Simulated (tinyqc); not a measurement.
# Programming of a floating-gate cell by Fowler-Nordheim tunnelling: two studies

Per tunnel area the floating gate has Ctun = 3.9 eps0/tox to the channel (0 V) and Ccg to the control gate, Ct = Ctun/(1 - ag), no other coupling. With the threshold shift U = -Q/Ccg the field is F = ag (Vg - U)/tox, and dU/dt = J/Ccg. Fowler-Nordheim: J = A F^2 exp(-B/F), A = q^2/(16 pi^2 hbar mo phi) (times 1e14 for A/cm^2 with F in V/nm, emitter mass m0), B = (4/3) sqrt(mo/C) phi^1.5, C = hbar^2/(2 m0).

Parameters, values chosen for the exercise; oxide values close to those of silicon dioxide:
```
symbol,value,unit,meaning
phi,3.14,eV,tunnel barrier
mo,0.46,m0,tunnelling mass
tox,9.1,nm,tunnel oxide thickness
ag,0.56,,coupling ratio Ccg/Ct
Vt0,-2.7,V,threshold shift at the start
```

Constants: q = 1.602176634e-19 C, hbar = 1.054571817e-34 J s, m0 = 9.1093837015e-31 kg, eps0 = 8.8541878128e-14 F/cm where lengths are in cm, hbar^2/(2 m0) = 0.0380998212 eV nm^2. Results are converted to the units shown.

Each table varies one quantity; the others keep the values above.

## Programming by a staircase of pulses

Pulse i = 1, 2, ... has the height 13.8 V + (i - 1) 0.2 V and lasts 70 us; each starts from the U that the last one left. Exact: exp(B/F(t)) = exp(B/F(0)) + K t, K = A B ag/(Ccg tox), and U = Vg - tox F/ag.

Programming by a staircase of pulses:
```
N   last pulse (V)    U (V)  gain of the last pulse (V)  F at its end (V/nm)
1            13.80   -2.566                      0.1341                1.007
2            14.00   -2.418                      0.1479                1.010
3            14.20   -2.258                      0.1596                1.013
4            14.40   -2.089                      0.1692                1.015
6            14.80   -1.730                      0.1827                1.017
8            15.20   -1.352                      0.1906                1.019
11           15.80  -0.7671                      0.1964                1.020
14           16.40  -0.1730                      0.1986                1.020
18           17.20   0.6243                      0.1996                1.020
```

What does the table show?

The gain of a pulse rises from 0.134 to 0.200 V and settles at the step of 0.2 V: the field at the end of a pulse becomes steady, 1.02 V/nm, so U follows the gate one to one whatever it started from. It is within 5 % of the step from pulse 8 on among the rows. In every row the field stays above 10 MV/cm, which wears the oxide.

## Effect of the gate voltage

Same model as above.

After 0.001 s.

Results:
```
Vg (V)  F (V/nm)  J (A/cm^2)    U (V)
12.3      0.9155    5.280e-5   -2.576
12.9      0.9401    1.165e-4   -2.377
13.6      0.9573    1.974e-4   -1.956
14.2      0.9642    2.427e-4   -1.468
15.4      0.9686    2.767e-4  -0.3394
16.1      0.9692    2.822e-4   0.3498
16.7      0.9695    2.842e-4   0.9459
17.3      0.9696    2.852e-4    1.544
```

Estimate the missing row, Vg = 14.8 V.

Computed row:
```
Vg (V)  F (V/nm)  J (A/cm^2)    U (V)
14.8      0.9672    2.660e-4  -0.9176
```

With this row back in the table: U rises from -2.58 to 1.54 V, by 0.33 V a volt between the first two rows and 0.997 between the last two: once K t exceeds exp(B/F(0)) the final field, 0.970 V/nm, no longer depends on Vg. In 1 of the 9 rows the starting field exceeds 12 MV/cm, where the oxide would wear out or break down quickly.

Range of the model: Programming fields of 10 MV/cm and more wear the oxide; trapping and the channel potential are ignored.

tinyqc, about 0.01 s, one thread, Intel Xeon 2.30GHz (shared host): `OMP_NUM_THREADS=1 python tinyqc.py 2130018 2130019 out.jsonl`
